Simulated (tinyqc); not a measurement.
From wire to sheet: nanosheet or nanowire with hard walls, valleys of the Ge type.

Four ellipsoidal valleys along <111>: inverse mass tensor w = 1/mt + (1/ml - 1/mt) a a^T with a the unit axis. Device axes: x along the channel, z = [001], y = z x x. The Gamma and Delta valleys are left out; the heavy Delta valleys, about 0.18 eV up, lie lowest once the L levels pass about 0.2 eV.

Hard walls around a W x H rectangle. The block w_c of w in (y, z) confines; the transport mass follows from 1/m_x = w_xx - w_xc w_c^-1 w_cx. The cross-section problem c (w_yy ky^2 + 2 w_yz ky kz + w_zz kz^2), c = hbar^2/2m0, is solved in products sin(n pi y/W) sin(l pi z/H), n, l = 1 to 12; if w_yz = 0 the levels are c pi^2 (w_yy n^2/W^2 + w_zz l^2/H^2). The w_yz term couples (n, l) to (n', l') by -2 c w_yz D_nn'(W) D_ll'(H) with D_nm(L) = 4 n m/(L (n^2 - m^2)) for n + m odd and 0 otherwise.

Without degeneracy the line density is N1 exp((EF - Ec)/kB T) with N1 = sum 2 g sqrt(m_x kB T/(4 pi c)) exp(-E/kB T), here over n, l up to 80 where w_yz = 0 and over all levels of a 12 x 12 sine basis otherwise; the classical value is W H Nc with Nc = 2 g_all (m_dos kB T/(4 pi c))^(3/2), m_dos = (ml mt^2)^(1/3); dVt = kB T ln(W H Nc/N1).

Constants: hbar^2/2m0 = 3.80998211 eV angstrom^2; kB = 8.617333262e-05 eV/K.

Inputs chosen for the exercise (near those of Ge; the results hold for these values, not for the real material):

| symbol | value | unit | meaning |
|---|---|---|---|
| ml | 1.581 | m0 | longitudinal mass |
| mt | 0.081 | m0 | transverse mass |
| T | 77 | K | temperature |
| g_all | 4 |  | number of valleys |
| channel | 100 |  | transport direction x on a (001) wafer |
| H | 30 | angstrom | height, along z = [001] |
| Ws | (30, 40, 50, 65, 85, 110, 140) | angstrom | widths |

Valleys:

| group | valleys g | w_yy | w_zz | \|w_yz\| | m_x (m0) |
|---|---|---|---|---|---|
| A | 4 | 8.44129 | 8.44129 | 3.90439 | 0.58100 |

Lowest level of each group (groups ordered by w_zz, then w_yy) and dVt against the width.

Results:

| W (angstrom) | A1 (eV) | dVt (mV) |
|---|---|---|
| 30 | 0.6733 | 646.1 |
| 40 | 0.5280 | 502.7 |
| 50 | 0.4626 | 438.8 |
| 65 | 0.4164 | 394.4 |
| 85 | 0.3893 | 369.1 |
| 110 | 0.3743 | 355.7 |
| 140 | 0.3659 | 348.9 |

dVt falls from 646 to 349 mV. All valleys stay equivalent. At the widest W the lowest level is 0.3659 eV; the film limit c pi^2 w_zz/H^2 of that group is 0.3527 eV.

Program tinyqc; command `OMP_NUM_THREADS=1 python tinyqc.py 1250271 1250272 out.jsonl`; about 0.1 s on one thread of a shared Intel(R) Xeon(R) Processor @ 2.30GHz.
